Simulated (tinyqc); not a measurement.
X-ray reflectivity of a thin film on silicon: critical angles, Parratt recursion, fringes and roughness: one step, computed by the program tinyqc. Command: `OMP_NUM_THREADS=1 python tinyqc.py 3120274 3120275 out.jsonl xrr walk`. One thread of a shared host (Intel(R) Xeon(R) Processor @ 2.30GHz), about 0.01 s of CPU time with the checks.

n = 1 - delta + i beta; the classical electron radius is r_e = 2.8179403e-6 nm. Layer 0 is vacuum, 1 the film, 2 the substrate.

Task: Optical constants. delta = r_e lambda^2 rho_e/(2 pi), rho_e = density x electrons per mass x N_A; critical angle sqrt(2 delta), q_c = 4 sqrt(pi r_e rho_e).

Inputs (values chosen for the exercise, modelled on HfO2 on silicon, copper K-alpha radiation):
```
quantity                                        value    unit
wavelength lambda                             0.15406      nm
film density rho                                 9.25  g/cm^3
effective electrons per unit mass, film         0.421   mol/g
beta/delta, film                                 0.07       -
substrate density                                2.33  g/cm^3
effective electrons per unit mass, substrate    0.507   mol/g
beta/delta, substrate                           0.023       -
```

Constants: N_A = 6.02214076e+23 1/mol.

Give: the table «Constants» with the columns rho_e (1/nm^3), delta, beta, critical angle (degrees), q_c (1/nm), for layer = film, substrate.

Result:

Constants:
```
layer      rho_e (1/nm^3)      delta       beta  critical angle (degrees)  q_c (1/nm)
film                 2345  2.496e-05  1.747e-06                    0.4048      0.5764
substrate             711  7.573e-06  1.742e-07                    0.2230      0.3174
```
